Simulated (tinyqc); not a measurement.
# Electron density from the filling shift

Question. At zero temperature the Burstein-Moss shift of one parabolic valley is (C/me + C/mh) kF^2 with kF = (3 pi^2 n)^(1/3), C = hbar^2/(2 m0). Find kF and n.

Parameters, values chosen for the exercise:
- me = 0.0412 m0 (electron mass)
- mh = 0.445 m0 (hole mass)

Constants: q = 1.602176634e-19 C, hbar = 1.054571817e-34 J s, m0 = 9.1093837015e-31 kg, hbar^2/(2 m0) = 0.0380998212 eV nm^2. Results are converted to the units shown.

filling shift = 439.82086 meV

Solution. The shift gives kF^2, and n = kF^3/(3 pi^2).

kF = 0.6598 1/nm
n = 9.700e18 cm^-3

Computed by the program tinyqc: `OMP_NUM_THREADS=1 python tinyqc.py 2330081 2330082 out.jsonl`, one thread of a shared Intel Xeon 2.30GHz, about 0.01 s for the whole run.
